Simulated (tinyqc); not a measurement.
UHF in the sto-3g basis, for BeH2, spin multiplicity 1, step by step (part 2 of 3). Computed by tinyqc, a small Python program that keeps every step (integrals from PySCF). Command: `OMP_NUM_THREADS=1 python tinyqc.py 25545 25546 out.jsonl` (the two numbers bound the seeds that draw the settings). One thread of a shared host (Intel(R) Xeon(R) Processor @ 2.60GHz), about 0.1 s of CPU time with the checks.

Geometry (angstrom):
```
atom       x        y       z
Be    0.0000   0.0000  0.0000
H     0.0000   1.3690  0.1320
H     0.0000  -1.3690  0.1320
```

## Iteration 2: building the Fock matrix

D(alpha) after iteration 1:
```
          1Be 1s   1Be 2s  1Be 2px  1Be 2py  1Be 2pz    2H 1s    3H 1s
1Be 1s    1.0049  -0.0235   0.0000   0.0000  -0.0932  -0.0698  -0.0698
1Be 2s   -0.0235   0.1815   0.0000   0.0000   0.2181   0.1441   0.1441
1Be 2px   0.0000   0.0000   0.0000   0.0000   0.0000   0.0000   0.0000
1Be 2py   0.0000   0.0000   0.0000   0.2937   0.0000   0.2034  -0.2034
1Be 2pz  -0.0932   0.2181   0.0000   0.0000   0.3102   0.1747   0.1747
2H 1s    -0.0698   0.1441   0.0000   0.2034   0.1747   0.2662  -0.0316
3H 1s    -0.0698   0.1441   0.0000  -0.2034   0.1747  -0.0316   0.2662
```

D(beta) after iteration 1:
```
          1Be 1s   1Be 2s  1Be 2px  1Be 2py  1Be 2pz    2H 1s    3H 1s
1Be 1s    1.0168  -0.0567   0.0000   0.0000   0.0963  -0.0801  -0.0801
1Be 2s   -0.0567   0.2707   0.0000   0.0000  -0.2343   0.1777   0.1777
1Be 2px   0.0000   0.0000   0.0000   0.0000   0.0000   0.0000   0.0000
1Be 2py   0.0000   0.0000   0.0000   0.3001   0.0000   0.2040  -0.2040
1Be 2pz   0.0963  -0.2343   0.0000   0.0000   0.2280  -0.1507  -0.1507
2H 1s    -0.0801   0.1777   0.0000   0.2040  -0.1507   0.2650  -0.0251
3H 1s    -0.0801   0.1777   0.0000  -0.2040  -0.1507  -0.0251   0.2650
```

core Hamiltonian H = T + V (hartree):
```
          1Be 1s   1Be 2s  1Be 2px  1Be 2py  1Be 2pz    2H 1s    3H 1s
1Be 1s   -8.6366  -2.1320   0.0000   0.0000  -0.0033  -0.5346  -0.5346
1Be 2s   -2.1320  -2.8263   0.0000   0.0000  -0.0277  -1.2405  -1.2405
1Be 2px   0.0000   0.0000  -2.2835   0.0000   0.0000   0.0000   0.0000
1Be 2py   0.0000   0.0000   0.0000  -2.5066   0.0000  -1.2866   1.2866
1Be 2pz  -0.0033  -0.0277   0.0000   0.0000  -2.2856  -0.1271  -0.1271
2H 1s    -0.5346  -1.2405   0.0000  -1.2866  -0.1271  -2.1883  -0.1156
3H 1s    -0.5346  -1.2405   0.0000   1.2866  -0.1271  -0.1156  -2.1883
```

nuclear repulsion = 3.271339 hartree

Given earlier and not repeated: Two-electron integrals (ij|kl) in chemists' order.

J_ij = sum D_kl (ij|kl) with D = D(alpha) + D(beta), K_ij = sum D_kl (ik|jl) for each spin; F = H + J - K(s); E = tr D H + tr D J / 2 - 0.5 sum_s tr D(s) K(s) + E_nn.

Coulomb J (hartree):
```
         1Be 1s  1Be 2s  1Be 2px  1Be 2py  1Be 2pz   2H 1s    3H 1s
1Be 1s   6.4815  1.2647   0.0000   0.0000   0.0033  0.3121   0.3121
1Be 2s   1.2647  2.6735   0.0000   0.0000   0.0233  1.1441   1.1441
1Be 2px  0.0000  0.0000   2.5990   0.0000   0.0000  0.0000   0.0000
1Be 2py  0.0000  0.0000   0.0000   2.7854   0.0000  1.2884  -1.2884
1Be 2pz  0.0033  0.0233   0.0000   0.0000   2.6265  0.1268   0.1268
2H 1s    0.3121  1.1441   0.0000   1.2884   0.1268  2.4185   0.0910
3H 1s    0.3121  1.1441   0.0000  -1.2884   0.1268  0.0910   2.4185
```

exchange K(alpha) (hartree):
```
          1Be 1s  1Be 2s  1Be 2px  1Be 2py  1Be 2pz    2H 1s    3H 1s
1Be 1s    2.3033  0.4227   0.0000   0.0000  -0.0047   0.1073   0.1073
1Be 2s    0.4227  0.3779   0.0000   0.0000   0.1768   0.2574   0.2574
1Be 2px   0.0000  0.0000   0.0691   0.0000   0.0000   0.0000   0.0000
1Be 2py   0.0000  0.0000   0.0000   0.4748   0.0000   0.3216  -0.3216
1Be 2pz  -0.0047  0.1768   0.0000   0.0000   0.2149   0.1229   0.1229
2H 1s     0.1073  0.2574   0.0000   0.3216   0.1229   0.5103  -0.0027
3H 1s     0.1073  0.2574   0.0000  -0.3216   0.1229  -0.0027   0.5103
```

exchange K(beta) (hartree):
```
         1Be 1s   1Be 2s  1Be 2px  1Be 2py  1Be 2pz    2H 1s    3H 1s
1Be 1s   2.3091   0.4175   0.0000   0.0000   0.0051   0.1052   0.1052
1Be 2s   0.4175   0.4158   0.0000   0.0000  -0.1454   0.2658   0.2658
1Be 2px  0.0000   0.0000   0.0763   0.0000   0.0000   0.0000   0.0000
1Be 2py  0.0000   0.0000   0.0000   0.4872   0.0000   0.3237  -0.3237
1Be 2pz  0.0051  -0.1454   0.0000   0.0000   0.1636  -0.0704  -0.0704
2H 1s    0.1052   0.2658   0.0000   0.3237  -0.0704   0.5024  -0.0056
3H 1s    0.1052   0.2658   0.0000  -0.3237  -0.0704  -0.0056   0.5024
```

F(alpha) (hartree):
```
          1Be 1s   1Be 2s  1Be 2px  1Be 2py  1Be 2pz    2H 1s    3H 1s
1Be 1s   -4.4584  -1.2899   0.0000   0.0000   0.0047  -0.3298  -0.3298
1Be 2s   -1.2899  -0.5307   0.0000   0.0000  -0.1812  -0.3539  -0.3539
1Be 2px   0.0000   0.0000   0.2464   0.0000   0.0000   0.0000   0.0000
1Be 2py   0.0000   0.0000   0.0000  -0.1960   0.0000  -0.3199   0.3199
1Be 2pz   0.0047  -0.1812   0.0000   0.0000   0.1261  -0.1233  -0.1233
2H 1s    -0.3298  -0.3539   0.0000  -0.3199  -0.1233  -0.2802  -0.0220
3H 1s    -0.3298  -0.3539   0.0000   0.3199  -0.1233  -0.0220  -0.2802
```

F(beta) (hartree):
```
          1Be 1s   1Be 2s  1Be 2px  1Be 2py  1Be 2pz    2H 1s    3H 1s
1Be 1s   -4.4643  -1.2847   0.0000   0.0000  -0.0051  -0.3277  -0.3277
1Be 2s   -1.2847  -0.5686   0.0000   0.0000   0.1410  -0.3623  -0.3623
1Be 2px   0.0000   0.0000   0.2392   0.0000   0.0000   0.0000   0.0000
1Be 2py   0.0000   0.0000   0.0000  -0.2084   0.0000  -0.3219   0.3219
1Be 2pz  -0.0051   0.1410   0.0000   0.0000   0.1773   0.0701   0.0701
2H 1s    -0.3277  -0.3623   0.0000  -0.3219   0.0701  -0.2722  -0.0191
3H 1s    -0.3277  -0.3623   0.0000   0.3219   0.0701  -0.0191  -0.2722
```

total energy of this density = -15.364128 hartree

This density is a damped mixture and is not idempotent.

## Iteration 2: DIIS over 2 matrices

error matrix X^T (FDS - SDF) X (alpha):
```
         1        2        3       4        5       6       7
1   0.0000   0.0000   0.0000  0.0000   0.0000  0.0542  0.0000
2   0.0000   0.0000   0.0364  0.0000  -0.0248  0.0000  0.0230
3   0.0000  -0.0364   0.0000  0.0000   0.0876  0.0000  0.0294
4   0.0000   0.0000   0.0000  0.0000   0.0000  0.0000  0.0000
5   0.0000   0.0248  -0.0876  0.0000   0.0000  0.0000  0.1161
6  -0.0542   0.0000   0.0000  0.0000   0.0000  0.0000  0.0000
7   0.0000  -0.0230  -0.0294  0.0000  -0.1161  0.0000  0.0000
```

B (overlaps of the stored error matrices):
```
               1              2
1  2.2640539e-01  1.4755998e-01
2  1.4755998e-01  9.8908368e-02
```

Minimise |sum c_i e_i|^2 with sum c_i = 1: solve [B -1; -1 0][c; lambda] = [0; -1] with B_ij = tr e_i^T e_j summed over both spins, and take F = sum c_i F_i.

DIIS coefficients: -1.6113  2.6113

extrapolated F(alpha) (hartree):
```
          1Be 1s   1Be 2s  1Be 2px  1Be 2py  1Be 2pz    2H 1s    3H 1s
1Be 1s   -4.5450  -1.2951   0.0000   0.0000   0.0031  -0.3301  -0.3301
1Be 2s   -1.2951  -0.6053   0.0000   0.0000  -0.1303  -0.3965  -0.3965
1Be 2px   0.0000   0.0000   0.2057   0.0000   0.0000   0.0000   0.0000
1Be 2py   0.0000   0.0000   0.0000  -0.2065   0.0000  -0.3266   0.3266
1Be 2pz   0.0031  -0.1303   0.0000   0.0000   0.1759  -0.0948  -0.0948
2H 1s    -0.3301  -0.3965   0.0000  -0.3266  -0.0948  -0.3034  -0.0416
3H 1s    -0.3301  -0.3965   0.0000   0.3266  -0.0948  -0.0416  -0.3034
```

extrapolated F(beta) (hartree):
```
          1Be 1s   1Be 2s  1Be 2px  1Be 2py  1Be 2pz    2H 1s    3H 1s
1Be 1s   -4.5476  -1.2936   0.0000   0.0000   0.0019  -0.3296  -0.3296
1Be 2s   -1.2936  -0.6270   0.0000   0.0000   0.0875  -0.3983  -0.3983
1Be 2px   0.0000   0.0000   0.2013   0.0000   0.0000   0.0000   0.0000
1Be 2py   0.0000   0.0000   0.0000  -0.2161   0.0000  -0.3262   0.3262
1Be 2pz   0.0019   0.0875   0.0000   0.0000   0.2010   0.0396   0.0396
2H 1s    -0.3296  -0.3983   0.0000  -0.3262   0.0396  -0.2899  -0.0382
3H 1s    -0.3296  -0.3983   0.0000   0.3262   0.0396  -0.0382  -0.2899
```

## Iteration 2: diagonalisation and new density

X:
```
               1        2        3       4        5        6       7
1Be 1s    0.0000  -0.3335   0.8959  0.0000  -0.3292   0.0000  0.2443
1Be 2s    0.0000   1.2121  -0.1128  0.0000  -0.0600   0.0000  0.5155
1Be 2px   0.0000   0.0000   0.0000  1.0000   0.0000   0.0000  0.0000
1Be 2py   1.3765   0.0000   0.0000  0.0000   0.0000   0.5464  0.0000
1Be 2pz   0.0000   0.1197   0.3625  0.0000   0.9273   0.0000  0.0476
2H 1s    -0.9945  -0.7778  -0.2521  0.0000   0.0951   0.3782  0.3530
3H 1s     0.9945  -0.7778  -0.2521  0.0000   0.0951  -0.3782  0.3530
```

overlap S:
```
         1Be 1s  1Be 2s  1Be 2px  1Be 2py  1Be 2pz   2H 1s    3H 1s
1Be 1s   1.0000  0.2595   0.0000   0.0000   0.0000  0.0643   0.0643
1Be 2s   0.2595  1.0000   0.0000   0.0000   0.0000  0.4457   0.4457
1Be 2px  0.0000  0.0000   1.0000   0.0000   0.0000  0.0000   0.0000
1Be 2py  0.0000  0.0000   0.0000   1.0000   0.0000  0.5134  -0.5134
1Be 2pz  0.0000  0.0000   0.0000   0.0000   1.0000  0.0495   0.0495
2H 1s    0.0643  0.4457   0.0000   0.5134   0.0495  1.0000   0.0313
3H 1s    0.0643  0.4457   0.0000  -0.5134   0.0495  0.0313   1.0000
```

Diagonalise F' = X^T F X, C = X C', fill 3 alpha and 3 beta electrons from the bottom; D(s) = C_occ C_occ^T; the new density keeps 0.5 of the old one (damping). Each column has its largest component positive (the first on a tie).

F' = X^T F X (alpha) (hartree):
```
        1        2        3       4        5        6        7
1  0.8792   0.0000   0.0000  0.0000   0.0000   0.0565   0.0000
2  0.0000   0.3872   0.4388  0.0000  -0.1821   0.0000   0.1870
3  0.0000   0.4388  -3.1144  0.0000   1.3754   0.0000  -1.5363
4  0.0000   0.0000   0.0000  0.2057   0.0000   0.0000   0.0000
5  0.0000  -0.1821   1.3754  0.0000  -0.3713   0.0000   0.5226
6  0.0565   0.0000   0.0000  0.0000   0.0000  -0.4064   0.0000
7  0.0000   0.1870  -1.5363  0.0000   0.5226   0.0000  -1.2590
```

orbital energies (alpha) (hartree): MO1 -4.5484, MO2 -0.4647, MO3 -0.4089, MO4 0.2057, MO5 0.2137, MO6 0.4419, MO7 0.8817

coefficients C (alpha):
```
             MO1      MO2      MO3     MO4      MO5      MO6      MO7
1Be 1s    0.9918  -0.2125   0.0000  0.0000   0.0602  -0.2223   0.0000
1Be 2s    0.0315   0.5389   0.0000  0.0000  -0.1769   1.1952   0.0000
1Be 2px   0.0000   0.0000   0.0000  1.0000   0.0000   0.0000   0.0000
1Be 2py   0.0000   0.0000   0.4856  0.0000   0.0000   0.0000   1.3991
1Be 2pz   0.0004   0.1983   0.0000  0.0000   0.9772   0.1164   0.0000
2H 1s    -0.0032   0.3908   0.4214  0.0000  -0.0649  -0.8032  -0.9770
3H 1s    -0.0032   0.3908  -0.4214  0.0000  -0.0649  -0.8032   0.9770
```

F' = X^T F X (beta) (hartree):
```
        1        2        3       4        5        6        7
1  0.8791   0.0000   0.0000  0.0000   0.0000   0.0417   0.0000
2  0.0000   0.3953   0.4611  0.0000  -0.1286   0.0000   0.1917
3  0.0000   0.4611  -3.1800  0.0000   1.3019   0.0000  -1.4661
4  0.0000   0.0000   0.0000  0.2013   0.0000   0.0000   0.0000
5  0.0000  -0.1286   1.3019  0.0000  -0.3258   0.0000   0.7178
6  0.0417   0.0000   0.0000  0.0000   0.0000  -0.4062   0.0000
7  0.0000   0.1917  -1.4661  0.0000   0.7178   0.0000  -1.2417
```

orbital energies (beta) (hartree): MO1 -4.5509, MO2 -0.4566, MO3 -0.4075, MO4 0.1965, MO5 0.2013, MO6 0.4587, MO7 0.8804

coefficients C (beta):
```
             MO1      MO2      MO3      MO4     MO5      MO6      MO7
1Be 1s    0.9920  -0.2217   0.0000   0.0250  0.0000  -0.2196   0.0000
1Be 2s    0.0311   0.5755   0.0000  -0.1983  0.0000   1.1747   0.0000
1Be 2px   0.0000   0.0000   0.0000   0.0000  1.0000   0.0000   0.0000
1Be 2py   0.0000   0.0000   0.5015   0.0000  0.0000   0.0000   1.3935
1Be 2pz  -0.0006  -0.1485   0.0000   0.9480  0.0000   0.2950   0.0000
2H 1s    -0.0031   0.3836   0.4102   0.2188  0.0000  -0.7792  -0.9817
3H 1s    -0.0031   0.3836  -0.4102   0.2188  0.0000  -0.7792   0.9817
```

D(alpha) after iteration 2:
```
          1Be 1s   1Be 2s  1Be 2px  1Be 2py  1Be 2pz    2H 1s    3H 1s
1Be 1s    1.0169  -0.0534   0.0000   0.0000  -0.0675  -0.0780  -0.0780
1Be 2s   -0.0534   0.2365   0.0000   0.0000   0.1625   0.1773   0.1773
1Be 2px   0.0000   0.0000   0.0000   0.0000   0.0000   0.0000   0.0000
1Be 2py   0.0000   0.0000   0.0000   0.2647   0.0000   0.2040  -0.2040
1Be 2pz  -0.0675   0.1625   0.0000   0.0000   0.1747   0.1261   0.1261
2H 1s    -0.0780   0.1773   0.0000   0.2040   0.1261   0.2983  -0.0282
3H 1s    -0.0780   0.1773   0.0000  -0.2040   0.1261  -0.0282   0.2983
```

D(beta) after iteration 2:
```
          1Be 1s   1Be 2s  1Be 2px  1Be 2py  1Be 2pz    2H 1s    3H 1s
1Be 1s    1.0250  -0.0767   0.0000   0.0000   0.0643  -0.0841  -0.0841
1Be 2s   -0.0767   0.3014   0.0000   0.0000  -0.1599   0.1992   0.1992
1Be 2px   0.0000   0.0000   0.0000   0.0000   0.0000   0.0000   0.0000
1Be 2py   0.0000   0.0000   0.0000   0.2758   0.0000   0.2049  -0.2049
1Be 2pz   0.0643  -0.1599   0.0000   0.0000   0.1250  -0.1038  -0.1038
2H 1s    -0.0841   0.1992   0.0000   0.2049  -0.1038   0.2902  -0.0231
3H 1s    -0.0841   0.1992   0.0000  -0.2049  -0.1038  -0.0231   0.2902
```

## Iteration 28 (converged): orbitals

converged F(alpha) (hartree):
```
          1Be 1s   1Be 2s  1Be 2px  1Be 2py  1Be 2pz    2H 1s    3H 1s
1Be 1s   -4.5184  -1.2881   0.0000   0.0000   0.0022  -0.3286  -0.3286
1Be 2s   -1.2881  -0.6250   0.0000   0.0000  -0.0215  -0.4029  -0.4029
1Be 2px   0.0000   0.0000   0.2127   0.0000   0.0000   0.0000   0.0000
1Be 2py   0.0000   0.0000   0.0000  -0.2191   0.0000  -0.3283   0.3283
1Be 2pz   0.0022  -0.0215   0.0000   0.0000   0.2100  -0.0253  -0.0253
2H 1s    -0.3286  -0.4029   0.0000  -0.3283  -0.0253  -0.2975  -0.0429
3H 1s    -0.3286  -0.4029   0.0000   0.3283  -0.0253  -0.0429  -0.2975
```

converged F(beta) (hartree):
```
          1Be 1s   1Be 2s  1Be 2px  1Be 2py  1Be 2pz    2H 1s    3H 1s
1Be 1s   -4.5184  -1.2881   0.0000   0.0000   0.0022  -0.3286  -0.3286
1Be 2s   -1.2881  -0.6250   0.0000   0.0000  -0.0215  -0.4029  -0.4029
1Be 2px   0.0000   0.0000   0.2127   0.0000   0.0000   0.0000   0.0000
1Be 2py   0.0000   0.0000   0.0000  -0.2191   0.0000  -0.3283   0.3283
1Be 2pz   0.0022  -0.0215   0.0000   0.0000   0.2100  -0.0253  -0.0253
2H 1s    -0.3286  -0.4029   0.0000  -0.3283  -0.0253  -0.2975  -0.0429
3H 1s    -0.3286  -0.4029   0.0000   0.3283  -0.0253  -0.0429  -0.2975
```

Diagonalise F' = X^T F X, C = X C', fill 3 alpha and 3 beta electrons from the bottom; D(s) = C_occ C_occ^T. Each column has its largest component positive (the first on a tie).

F' = X^T F X (alpha) (hartree):
```
        1        2        3       4        5        6        7
1  0.8788   0.0000   0.0000  0.0000   0.0000   0.0418   0.0000
2  0.0000   0.3934   0.4486  0.0000  -0.1555   0.0000   0.1834
3  0.0000   0.4486  -3.1268  0.0000   1.3369   0.0000  -1.4879
4  0.0000   0.0000   0.0000  0.2127   0.0000   0.0000   0.0000
5  0.0000  -0.1555   1.3369  0.0000  -0.3258   0.0000   0.6187
6  0.0418   0.0000   0.0000  0.0000   0.0000  -0.4096   0.0000
7  0.0000   0.1834  -1.4879  0.0000   0.6187   0.0000  -1.2539
```

orbital energies (alpha) (hartree): MO1 -4.5219, MO2 -0.4498, MO3 -0.4109, MO4 0.2084, MO5 0.2127, MO6 0.4502, MO7 0.8802

coefficients C (alpha):
```
             MO1      MO2      MO3      MO4     MO5      MO6      MO7
1Be 1s    0.9918  -0.2210   0.0000   0.0429  0.0000  -0.2184   0.0000
1Be 2s    0.0318   0.5664   0.0000  -0.1907  0.0000   1.1803   0.0000
1Be 2px   0.0000   0.0000   0.0000   0.0000  1.0000   0.0000   0.0000
1Be 2py   0.0000   0.0000   0.5016   0.0000  0.0000   0.0000   1.3935
1Be 2pz   0.0000   0.0228   0.0000   0.9815  0.0000   0.2096   0.0000
2H 1s    -0.0032   0.3930   0.4101   0.0810  0.0000  -0.8007  -0.9818
3H 1s    -0.0032   0.3930  -0.4101   0.0810  0.0000  -0.8007   0.9818
```

F' = X^T F X (beta) (hartree):
```
        1        2        3       4        5        6        7
1  0.8788   0.0000   0.0000  0.0000   0.0000   0.0418   0.0000
2  0.0000   0.3934   0.4486  0.0000  -0.1555   0.0000   0.1834
3  0.0000   0.4486  -3.1268  0.0000   1.3369   0.0000  -1.4879
4  0.0000   0.0000   0.0000  0.2127   0.0000   0.0000   0.0000
5  0.0000  -0.1555   1.3369  0.0000  -0.3258   0.0000   0.6187
6  0.0418   0.0000   0.0000  0.0000   0.0000  -0.4096   0.0000
7  0.0000   0.1834  -1.4879  0.0000   0.6187   0.0000  -1.2539
```

orbital energies (beta) (hartree): MO1 -4.5219, MO2 -0.4498, MO3 -0.4109, MO4 0.2084, MO5 0.2127, MO6 0.4502, MO7 0.8802

coefficients C (beta):
```
             MO1      MO2      MO3      MO4     MO5      MO6      MO7
1Be 1s    0.9918  -0.2210   0.0000   0.0429  0.0000  -0.2184   0.0000
1Be 2s    0.0318   0.5664   0.0000  -0.1907  0.0000   1.1803   0.0000
1Be 2px   0.0000   0.0000   0.0000   0.0000  1.0000   0.0000   0.0000
1Be 2py   0.0000   0.0000   0.5016   0.0000  0.0000   0.0000   1.3935
1Be 2pz   0.0000   0.0228   0.0000   0.9815  0.0000   0.2096   0.0000
2H 1s    -0.0032   0.3930   0.4101   0.0810  0.0000  -0.8007  -0.9818
3H 1s    -0.0032   0.3930  -0.4101   0.0810  0.0000  -0.8007   0.9818
```

D(alpha) after iteration 28:
```
          1Be 1s   1Be 2s  1Be 2px  1Be 2py  1Be 2pz    2H 1s    3H 1s
1Be 1s    1.0324  -0.0936   0.0000   0.0000  -0.0051  -0.0900  -0.0900
1Be 2s   -0.0936   0.3218   0.0000   0.0000   0.0129   0.2225   0.2225
1Be 2px   0.0000   0.0000   0.0000   0.0000   0.0000   0.0000   0.0000
1Be 2py   0.0000   0.0000   0.0000   0.2516   0.0000   0.2057  -0.2057
1Be 2pz  -0.0051   0.0129   0.0000   0.0000   0.0005   0.0089   0.0089
2H 1s    -0.0900   0.2225   0.0000   0.2057   0.0089   0.3226  -0.0138
3H 1s    -0.0900   0.2225   0.0000  -0.2057   0.0089  -0.0138   0.3226
```

D(beta) after iteration 28:
```
          1Be 1s   1Be 2s  1Be 2px  1Be 2py  1Be 2pz    2H 1s    3H 1s
1Be 1s    1.0324  -0.0936   0.0000   0.0000  -0.0051  -0.0900  -0.0900
1Be 2s   -0.0936   0.3218   0.0000   0.0000   0.0129   0.2225   0.2225
1Be 2px   0.0000   0.0000   0.0000   0.0000   0.0000   0.0000   0.0000
1Be 2py   0.0000   0.0000   0.0000   0.2516   0.0000   0.2057  -0.2057
1Be 2pz  -0.0051   0.0129   0.0000   0.0000   0.0005   0.0089   0.0089
2H 1s    -0.0900   0.2225   0.0000   0.2057   0.0089   0.3226  -0.0138
3H 1s    -0.0900   0.2225   0.0000  -0.2057   0.0089  -0.0138   0.3226
```

## Convergence

Stop when the energy changes by less than 1e-08 hartree and every element of the error matrix X^T (F D S - S D F) X (for each spin) is below 3e-05.

Course of the cycle:
```
iteration  E (hartree)     change  largest element of the error matrix
1           -15.270944          -                             1.59e-01
2           -15.364128  -9.32e-02                             1.16e-01
3           -15.432676  -6.85e-02                             7.23e-02
4           -15.478769  -4.61e-02                             3.90e-02
5           -15.510129  -3.14e-02                             1.88e-02
6           -15.530680  -2.06e-02                             9.46e-03
7           -15.542215  -1.15e-02                             4.78e-03
8           -15.548326  -6.11e-03                             2.32e-03
9           -15.551488  -3.16e-03                             1.15e-03
10          -15.553094  -1.61e-03                             5.75e-04
11          -15.553903  -8.09e-04                             2.87e-04
12          -15.554309  -4.06e-04                             1.44e-04
13          -15.554512  -2.03e-04                             7.17e-05
14          -15.554614  -1.02e-04                             3.58e-05
15          -15.554665  -5.09e-05                             1.79e-05
16          -15.554690  -2.55e-05                             8.96e-06
17          -15.554703  -1.27e-05                             4.48e-06
18          -15.554710  -6.37e-06                             2.24e-06
19          -15.554713  -3.18e-06                             1.12e-06
20          -15.554714  -1.59e-06                             5.60e-07
21          -15.554715  -7.96e-07                             2.80e-07
22          -15.554715  -3.98e-07                             1.40e-07
23          -15.554716  -1.99e-07                             7.00e-08
24          -15.554716  -9.95e-08                             3.50e-08
25          -15.554716  -4.98e-08                             1.75e-08
26          -15.554716  -2.49e-08                             8.75e-09
27          -15.554716  -1.24e-08                             4.37e-09
28          -15.554716  -6.22e-09                             2.19e-09
```

PySCF UHF in the same basis, after a stability check = -15.554716 hartree

Converged in 28 iterations.
